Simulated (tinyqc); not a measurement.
# Read current of a NAND string, cells in series solved by shooting: what changes with what

Cells in series, numbered from 0 at the source line (0 V) to the bit line, each followed by a gap resistance Rg. A cell with gate Vg, threshold VT, source Vs and drain Vd passes I = 2 nf K Vt^2 [F(Vs) - F(Vd)]/(1 + th max(Vg - VT, 0)), F(V) = ln^2(1 + exp((Vg - VT - nf V)/(2 nf Vt))). The selected cell has Vg = Vr, the others Vg = Vp.

Inputs (values chosen for the exercise); values of the order met in vertical NAND strings: temperature T = 358 K; gain factor of a cell K = 21 uA/V^2; slope factor nf = 2.4; mobility reduction factor th = 0.03 1/V; resistance of the gap between cells Rg = 21 kohm; bit-line voltage Vbl = 0.4 V; pass voltage Vp = 6.3 V; threshold of an erased cell Ve = -0.7 V; threshold of the highest state Vh = 4.2 V; threshold of the selected cell Vx = 0.4 V; sensing current Is = 20 nA; read voltage on the selected word line Vr = 1.46 V.

Constants: q = 1.602176634e-19 C, kB = 1.380649e-23 J/K, Vt = kB T/q. Results are converted to the units shown.

Each table varies one quantity; the others keep the values above.

## Read current against the number of cells

For a trial current I start at 0 V and, cell by cell, solve for the drain: sqrt(F(Vd)) = sqrt(F(Vs) - I/k), k = 2 nf K Vt^2/(1 + th max(Vg - VT, 0)), Vd = [Vg - VT - 2 nf Vt ln(exp(sqrt F) - 1)]/nf, then add I Rg. The string current is the I for which the last node reaches Vbl. The apparent threshold is the Vr at which I = Is. Background: all other cells erased (VT = Ve) or all in the highest state (VT = Vh); ratio and shift are high over erased and high minus erased. The selected cell is in the middle, cell n/2.

Read current against the number of cells:

| n | I, others erased (uA) | I, others high (uA) | ratio | apparent VT, erased (V) | apparent VT, high (V) | background shift (mV) |
|---|---|---|---|---|---|---|
| 8 | 1.262 | 0.8488 | 0.6724 | 0.3246 | 0.3277 | 3.056 |
| 16 | 0.7211 | 0.4492 | 0.6229 | 0.3302 | 0.3364 | 6.129 |
| 32 | 0.3877 | 0.2310 | 0.5958 | 0.3415 | 0.3538 | 12.33 |
| 64 | 0.2014 | 0.1171 | 0.5817 | 0.3639 | 0.3889 | 24.96 |
| 96 | 0.1360 | 0.07845 | 0.5769 | 0.3864 | 0.4244 | 37.98 |
| 128 | 0.1027 | 0.05898 | 0.5745 | 0.4090 | 0.4603 | 51.34 |
| 192 | 0.06888 | 0.03941 | 0.5721 | 0.4542 | 0.5334 | 79.22 |

Read the table: what changes, and by how much?

With erased neighbours the current falls from 1.26 to 0.0689 uA, as n^(-0.81) between the first two rows and n^(-0.98) between the last two (-1 once the series resistance rules). The ratio falls from 0.672 to 0.572 and the background shift rises from 3.06 to 79.2 mV.

## Effect of the bit-line voltage

Same model as above.

The string has 128 cells and the selected one is cell 64.

Results:

| Vbl (V) | I, others erased (uA) | I, others high (uA) | ratio | apparent VT, erased (V) | apparent VT, high (V) | background shift (mV) |
|---|---|---|---|---|---|---|
| 0.2 | 0.05221 | 0.03220 | 0.6168 | 0.4115 | 0.4718 | 60.37 |
| 0.3 | 0.07770 | 0.04635 | 0.5966 | 0.4091 | 0.4609 | 51.78 |
| 0.4 | 0.1027 | 0.05898 | 0.5745 | 0.4090 | 0.4603 | 51.34 |
| 0.5 | 0.1269 | 0.06985 | 0.5506 | 0.4090 | 0.4603 | 51.31 |
| 0.6 | 0.1499 | 0.07869 | 0.5251 | 0.4090 | 0.4603 | 51.31 |
| 0.8 | 0.1860 | 0.08890 | 0.4779 | 0.4090 | 0.4603 | 51.31 |

Estimate the missing row, Vbl = 0.7 V.

Computed row:

| Vbl (V) | I, others erased (uA) | I, others high (uA) | ratio | apparent VT, erased (V) | apparent VT, high (V) | background shift (mV) |
|---|---|---|---|---|---|---|
| 0.7 | 0.1705 | 0.08517 | 0.4994 | 0.4090 | 0.4603 | 51.31 |

With this row back in the table: As Vbl goes from 0.2 to 0.8 V, the current with erased neighbours rises from 0.0522 to 0.186 uA, that with high neighbours rises from 0.0322 to 0.0889 uA and the ratio falls from 0.617 to 0.478. The background shift falls from 60.4 to 51.3 mV.

Computed by the program tinyqc: `OMP_NUM_THREADS=1 python tinyqc.py 2142271 2142272 out.jsonl`, one thread of a shared Intel Xeon 2.30GHz, about 0.8 s for the whole run.
